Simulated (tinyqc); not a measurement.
Worked calculation: thermal stress and diffusional relaxation in a metal film: Coble and Nabarro-Herring creep, cooling and holds. Computed by tinyqc, a small Python program that keeps every step. Command: `OMP_NUM_THREADS=1 python tinyqc.py 3007166 3007167 out.jsonl creep walk`. One thread of a shared host (Intel(R) Xeon(R) Processor @ 2.30GHz), about 0.03 s of CPU time with the checks. Intermediate numbers are printed to about 7 digits and carried at full precision; extremes and crossings named in words are read from the listed rows.

A thin film on a rigid substrate is stress-free at T0. Tension is positive and the film creeps linearly: d sigma/dt = -M (mismatch) dT/dt - sigma/tau.

Inputs (values chosen for the exercise, modelled on copper films on silicon): biaxial modulus M = 193 GPa; expansion mismatch = 14.4 1e-6/K; atomic volume Omega = 11.8 angstrom^3; lattice prefactor D0 = 1.9e-05 m^2/s; lattice energy E = 2.04 eV; boundary prefactor (delta D_b)0 = 3.9e-15 m^3/s; boundary energy E_b = 1.06 eV; grain size d = 0.23 um; stress-free temperature T0 = 400 C; hold temperature T = 130 C; hold time t = 0.25 h; cooling rate = 10 C/min; yield stress = 360 MPa.

Constants: k_B = 1.380649e-23 J/K; k_B = 8.617333262e-05 eV/K.

## Elastic stress after a quench

Thermoelastic slope = M x mismatch; sigma_0 = slope x (T0 - T).

thermoelastic slope = 2.7792 MPa/K

stress after a quench sigma_0 = 750.384 MPa

Caution: the elastic stress exceeds the yield stress, so dislocation glide would cap it first.

## Creep at the hold temperature

Creep rate per stress: Nabarro-Herring 14 D Omega/(k_B T d^2), Coble (14 pi) delta D_b Omega/(k_B T d^3), with D = D0 exp(-E/(k_B T)), delta D_b = (delta D_b)0 exp(-E_b/(k_B T)); 1/tau = M x (sum of both)/2 (biaxial strain rate is half the uniaxial one). Temperatures in kelvin are T(C) + 273.15. sigma(t) = sigma_0 exp(-t/tau), relaxed part sigma_0 - sigma(t); the grain size where both mechanisms are equal is pi delta D_b/D.

Nabarro-Herring rate = 3.355196e-25 1/(Pa s)

Coble rate = 1.676606e-15 1/(Pa s)

relaxation time tau = 1.716877 h

stress after the hold = 648.7010 MPa

stress relaxed during the hold = 101.6830 MPa

crossover grain size = 1.149320e+09 um

Coble creep is 5.0e9 times as fast as Nabarro-Herring creep at this grain size. The crossover size is formal, far above any film grain. Caution: bulk creep laws overstate relaxation in a bonded film, where the substrate constrains boundary diffusion, and dislocation glide is left out.

## Stress after cooling to room temperature

Cooling from T0 at the constant rate: d sigma/dT = -slope + sigma/(tau(T) x rate), integrated to 25 C (stiff solver, tolerance 1e-9). Effective stress-free temperature T_eff = 25 C + sigma/slope.

stress at 25 C = 448.3115 MPa

effective stress-free temperature = 186.3095 C

Creep during cooling removes 57.0 % of the elastic value. Caution: bulk creep laws overstate relaxation in a bonded film, and dislocation glide would cap stresses above the yield stress.

## Where a fixed hold relaxes most

For each hold temperature: sigma_0 = slope (T0 - T), relaxed stress sigma_0 (1 - exp(-t/tau)), initial rate sigma_0/tau. In confined lines the relaxed part appears as void volume.

Holds:
```
T (C)  sigma_0 (MPa)       tau (h)  relaxed (MPa)  initial rate (MPa/h)
25          1042.200  5.893266e+04   4.421138e-03          1.768459e-02
65           931.032  5.076125e+02   4.584219e-01          1.834139e+00
105          819.864  1.210548e+01   1.675804e+01          6.772670e+01
145          708.696  5.960171e-01   2.427939e+02          1.189053e+03
185          597.528  5.006298e-02   5.934765e+02          1.193553e+04
225          486.360  6.303491e-03   4.863600e+02          7.715724e+04
265          375.192  1.086482e-03   3.751920e+02          3.453275e+05
305          264.024  2.400791e-04   2.640240e+02          1.099737e+06
345          152.856  6.478685e-05   1.528560e+02          2.359368e+06
385           41.688  2.058134e-05   4.168800e+01          2.025524e+06
```

The relaxed stress peaks at 185 C among these rows: colder holds have more stress but slower diffusion, hotter ones faster diffusion but less stress. The initial rate peaks about k_B T^2/E_b = 37 K below T0 when boundaries dominate; its largest row is 345 C. Caution: dislocation glide would cap stresses above the yield stress; capping layers can block the surface and boundary paths, and threshold stresses are ignored.

Checks made by the program: cooling integral by quadrature (relative difference 2e-09).
